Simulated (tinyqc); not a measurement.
Band bending at a free surface with a continuum of surface states, surface photovoltage and Kelvin probe: one step of the calculation.

n-type bulk, xi = Ec - EF = Vt ln(Nc/Nd), p0 = ni^2/Nd, ni = sqrt(Nc Nv) exp(-Eg/(2 Vt)), Eg in volts. b is the upward band bending, u = b/Vt. Space charge per area, in units of q: Qc = sign(b) sqrt((2 eps0 eps_r Vt/q) [(Nd + dn)(exp(-u) - 1) + Nd u + (p0 + dn)(exp(u) - 1)]), with dn the excess density under light (flat quasi-Fermi levels; 0 in the dark). The states hold -Ds (E0 - xi - b): negative while the Fermi level lies above the neutrality level. Neutrality: Qc + Qf + (charge of the states) = 0.

Problem. Work function and Kelvin-probe reading. Work function chi + xi + b; contact potential difference CPD = (work function of the sample) - pt. Depth of EF below Ec at the surface: xi + b. Depletion width Qc/Nd.

Values chosen for this exercise; band and dielectric values close to those of silicon:
```
symbol,value,unit,meaning
T,350,K,temperature
Eg,1.12,eV,band gap
eps_r,11.5,,relative permittivity
Nc,3.47e19,cm^-3,conduction-band density of states at T
Nv,3.33e19,cm^-3,valence-band density of states at T
chi,3.97,eV,electron affinity
Nd,1.2e16,cm^-3,donor density
pt,5.08,eV,work function of the probe tip
E0,0.58,eV,depth of their neutrality level below the conduction edge
```

Constants: q = 1.602176634e-19 C, kB = 1.380649e-23 J/K, Vt = kB T/q, eps0 = 8.8541878128e-14 F/cm where lengths are in cm. Results are converted to the units shown.

converged b = 0.27323491 V

Give: xi + b; Qc; Qc/Nd; work function; CPD.

Solution.

xi + b = 0.51360 eV
Qc = 1.9255e11 cm^-2
Qc/Nd = 160.46 nm
work function = 4.4836 eV
CPD = -596.40 mV

The Fermi level lies 66.4 meV above the neutrality level.

Numbers from tinyqc (`OMP_NUM_THREADS=1 python tinyqc.py 2430030 2430031 out.jsonl`; about 0.01 s on one thread of a shared Intel Xeon 2.30GHz).
